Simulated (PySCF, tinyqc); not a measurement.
Inside a calculation. Method: CIS on RHF in the sto-3g basis, for H4, spin multiplicity 1. The lowest restricted solution is unstable here: a spin-polarised one lies 0.0127 hartree lower (PySCF). Computed by tinyqc, a small Python program that keeps every step (integrals from PySCF). Settings: charge = 0, multiplicity = 1, basis = sto-3g, method = RHF, energy threshold = 1e-10, iteration cap = 86, orthogonalisation = symmetric, start = core, DIIS depth = 6. Command: `OMP_NUM_THREADS=1 python tinyqc.py 30241 30242 out.jsonl` (the two numbers bound the seeds that draw the settings). One thread of a shared host (Intel(R) Xeon(R) Processor @ 2.60GHz), about 0.03 s of CPU time with the checks. The early iterations of the SCF are left out here.

## One-electron integrals

Geometry (angstrom):
```
atom         x         y         z
H     0.000000  0.000000  0.000000
H     0.000000  0.000000  1.083000
H     0.000000  0.893000  0.000000
H     0.000000  0.893000  1.083000
```

Basis sto-3g: exponents (1/bohr^2) and contraction coefficients of normalised primitives:
```
element  l (shell)  exponent  coefficient
H            s (1)  3.425251     0.154329
H            s (1)  0.623914     0.535328
H            s (1)  0.168855     0.444635
```

Overlap, kinetic and nuclear-attraction integrals over the contracted functions; the nuclear repulsion is the sum of Za Zb / Rab.

nuclear repulsion = 2.91639218 hartree

overlap S, order 1H 1s, 2H 1s, 3H 1s, 4H 1s:
$$\begin{pmatrix}
1.000000 & 0.448963 & 0.561558 & 0.294186 \\
0.448963 & 1.000000 & 0.294186 & 0.561558 \\
0.561558 & 0.294186 & 1.000000 & 0.448963 \\
0.294186 & 0.561558 & 0.448963 & 1.000000
\end{pmatrix}$$

kinetic energy T (hartree), order 1H 1s, 2H 1s, 3H 1s, 4H 1s:
$$\begin{pmatrix}
0.760032 & 0.083351 & 0.155904 & 0.019310 \\
0.083351 & 0.760032 & 0.019310 & 0.155904 \\
0.155904 & 0.019310 & 0.760032 & 0.083351 \\
0.019310 & 0.155904 & 0.083351 & 0.760032
\end{pmatrix}$$

nuclear attraction V (hartree), order 1H 1s, 2H 1s, 3H 1s, 4H 1s:
$$\begin{pmatrix}
-2.643970 & -1.124568 & -1.437445 & -0.750190 \\
-1.124568 & -2.643970 & -0.750190 & -1.437445 \\
-1.437445 & -0.750190 & -2.643970 & -1.124568 \\
-0.750190 & -1.437445 & -1.124568 & -2.643970
\end{pmatrix}$$

core Hamiltonian H = T + V (hartree), order 1H 1s, 2H 1s, 3H 1s, 4H 1s:
$$\begin{pmatrix}
-1.883938 & -1.041217 & -1.281540 & -0.730880 \\
-1.041217 & -1.883938 & -0.730880 & -1.281540 \\
-1.281540 & -0.730880 & -1.883938 & -1.041217 \\
-0.730880 & -1.281540 & -1.041217 & -1.883938
\end{pmatrix}$$

## Two-electron integrals

Functions are numbered as in S; the eight-fold symmetry (ij|kl) = (ji|kl) = (kl|ij) leaves the list below.

Two-electron integrals (ij|kl) in chemists' order, unique and non-zero (hartree):
```
(11|11) 0.774606   (21|11) 0.272648   (21|21) 0.126419   (22|11) 0.451853
(22|21) 0.272648   (22|22) 0.774606   (31|11) 0.361490   (31|21) 0.134716
(31|22) 0.234710   (31|31) 0.207481   (32|11) 0.155752   (32|21) 0.073834
(32|22) 0.162184   (32|31) 0.091359   (32|32) 0.050206   (33|11) 0.514238
(33|21) 0.202120   (33|22) 0.366722   (33|31) 0.361490   (33|32) 0.162184
(33|33) 0.774606   (41|11) 0.162184   (41|21) 0.073834   (41|22) 0.155752
(41|31) 0.091359   (41|32) 0.049720   (41|33) 0.155752   (41|41) 0.050206
(42|11) 0.234710   (42|21) 0.134716   (42|22) 0.361490   (42|31) 0.135555
(42|32) 0.091359   (42|33) 0.234710   (42|41) 0.091359   (42|42) 0.207481
(43|11) 0.202120   (43|21) 0.094453   (43|22) 0.202120   (43|31) 0.134716
(43|32) 0.073834   (43|33) 0.272648   (43|41) 0.073834   (43|42) 0.134716
(43|43) 0.126419   (44|11) 0.366722   (44|21) 0.202120   (44|22) 0.514238
(44|31) 0.234710   (44|32) 0.155752   (44|33) 0.451853   (44|41) 0.162184
(44|42) 0.361490   (44|43) 0.272648   (44|44) 0.774606
```

## Orthogonalisation

S = U s U^T; symmetric (Loewdin) form X = U s^(-1/2) U^T, so that X^T S X = 1.

eigenvalues of S: [0.283665, 0.593219, 0.818409, 2.304708]

X, order 1H 1s, 2H 1s, 3H 1s, 4H 1s:
$$\begin{pmatrix}
1.235006 & -0.256476 & -0.352958 & 0.033135 \\
-0.256476 & 1.235006 & 0.033135 & -0.352958 \\
-0.352958 & 0.033135 & 1.235006 & -0.256476 \\
0.033135 & -0.352958 & -0.256476 & 1.235006
\end{pmatrix}$$

## Iteration 2 (converged): orbitals

converged F (hartree), order 1H 1s, 2H 1s, 3H 1s, 4H 1s:
$$\begin{pmatrix}
-0.356345 & -0.369244 & -0.571424 & -0.336768 \\
-0.369244 & -0.356345 & -0.336768 & -0.571424 \\
-0.571424 & -0.336768 & -0.356345 & -0.369244 \\
-0.336768 & -0.571424 & -0.369244 & -0.356345
\end{pmatrix}$$

Diagonalise F' = X^T F X, C = X C', fill 2 alpha and 2 beta electrons from the bottom; D = 2 C_occ C_occ^T. Each column has its largest component positive (the first on a tie).

F' = X^T F X (hartree):
$$\begin{pmatrix}
0.050169 & -0.250704 & -0.540093 & 0.031740 \\
-0.250704 & 0.050169 & 0.031740 & -0.540093 \\
-0.540093 & 0.031740 & 0.050169 & -0.250704 \\
0.031740 & -0.540093 & -0.250704 & 0.050169
\end{pmatrix}$$

orbital energies (hartree): MO1 -0.708889, MO2 -0.270960, MO3 0.307818, MO4 0.872706

coefficients C, order 1H 1s, 2H 1s, 3H 1s, 4H 1s:
$$\begin{pmatrix}
0.329353 & 0.552694 & 0.649176 & 0.938788 \\
0.329353 & -0.552694 & 0.649176 & -0.938788 \\
0.329353 & 0.552694 & -0.649176 & -0.938788 \\
0.329353 & -0.552694 & -0.649176 & 0.938788
\end{pmatrix}$$

D after iteration 2, order 1H 1s, 2H 1s, 3H 1s, 4H 1s:
$$\begin{pmatrix}
0.827889 & -0.393995 & 0.827889 & -0.393995 \\
-0.393995 & 0.827889 & -0.393995 & 0.827889 \\
0.827889 & -0.393995 & 0.827889 & -0.393995 \\
-0.393995 & 0.827889 & -0.393995 & 0.827889
\end{pmatrix}$$

## Convergence

Stop when the energy changes by less than 1e-10 hartree and every element of the error matrix X^T (F D S - S D F) X is below 3e-06.

Course of the cycle:
```
iteration  E (hartree)    change  largest element of the error matrix
1          -1.90839221         -                             5.24e-15
2          -1.90839221  1.78e-15                             2.83e-15
```

PySCF RHF in the same basis = -1.90839221 hartree

Converged in 2 iterations.

## Integrals over molecular orbitals

(pq|rs) = sum C_ip C_jq C_kr C_ls (ij|kl), one index at a time.

one-electron integrals over orbitals h = C^T H C (hartree):
$$\begin{pmatrix}
-2.142386 & 0.000000 & 0.000000 & 0.000000 \\
0.000000 & -1.702549 & 0.000000 & 0.000000 \\
0.000000 & 0.000000 & -1.538614 & 0.000000 \\
0.000000 & 0.000000 & 0.000000 & -1.029597
\end{pmatrix}$$

Two-electron integrals over orbitals (pq|rs), unique and non-zero (hartree):
```
(11|11) 0.536082   (21|21) 0.148612   (22|11) 0.523014   (22|22) 0.534173
(31|31) 0.126453   (32|32) 0.077491   (33|11) 0.517746   (33|22) 0.507442
(33|33) 0.525764   (41|32) 0.077330   (41|41) 0.077220   (42|31) 0.124944
(42|42) 0.137104   (43|21) 0.144847   (43|43) 0.158966   (44|11) 0.525215
(44|22) 0.533098   (44|33) 0.531519   (44|44) 0.556607
```

## CIS matrix, singlets

A(ia,jb) = (e_a - e_i) d_ij d_ab + 2 (ia|jb) - (ij|ab).

CIS matrix A, singlet (hartree), order 1>3, 1>4, 2>3, 2>4:
$$\begin{pmatrix}
0.751867 & 0.000000 & 0.000000 & 0.105042 \\
0.000000 & 1.210820 & 0.009813 & 0.000000 \\
0.000000 & 0.009813 & 0.226317 & 0.000000 \\
0.105042 & 0.000000 & 0.000000 & 0.884776
\end{pmatrix}$$

## CIS singlet states

dipole integrals <i|r|a> (bohr), order 1>3, 1>4, 2>3, 2>4:
$$\begin{pmatrix}
0.000000 & -1.045592 & 0.000000 \\
0.000000 & 0.000000 & 0.000000 \\
0.000000 & 0.000000 & 0.000000 \\
0.000000 & -0.964968 & 0.000000
\end{pmatrix}$$

Diagonalise A (1 hartree = 27.211386 eV); each vector has its largest component positive (the first on a tie). The transition dipole is mu = sqrt2 sum c_ia <i|r|a>.

singlet excitation energies (eV): [6.155747, 18.885333, 25.649990, 32.950740]

lowest vectors, order 1>3, 1>4, 2>3, 2>4:
$$\begin{pmatrix}
0.000000 & 0.875967 & 0.482371 & 0.000000 \\
-0.009966 & 0.000000 & 0.000000 & 0.999950 \\
0.999950 & 0.000000 & 0.000000 & 0.009966 \\
0.000000 & -0.482371 & 0.875967 & 0.000000
\end{pmatrix}$$

oscillator strengths 2/3 w |mu|^2: [0.000000, 0.187746, 2.289357, 0.000000]

## CIS matrix, triplets

A(ia,jb) = (e_a - e_i) d_ij d_ab - (ij|ab).

CIS matrix A, triplet (hartree), order 1>3, 1>4, 2>3, 2>4:
$$\begin{pmatrix}
0.498961 & 0.000000 & 0.000000 & -0.144847 \\
0.000000 & 1.056379 & -0.144847 & 0.000000 \\
0.000000 & -0.144847 & 0.071336 & 0.000000 \\
-0.144847 & 0.000000 & 0.000000 & 0.610567
\end{pmatrix}$$

## CIS triplet states

Diagonalise A (1 hartree = 27.211386 eV); each vector has its largest component positive (the first on a tie).

triplet excitation energies (eV): [1.373598, 10.872043, 19.319770, 29.313107]

lowest vectors, order 1>3, 1>4, 2>3, 2>4:
$$\begin{pmatrix}
0.000000 & 0.824470 & -0.565906 & 0.000000 \\
0.142527 & 0.000000 & 0.000000 & 0.989791 \\
0.989791 & 0.000000 & 0.000000 & -0.142527 \\
0.000000 & 0.565906 & 0.824470 & 0.000000
\end{pmatrix}$$
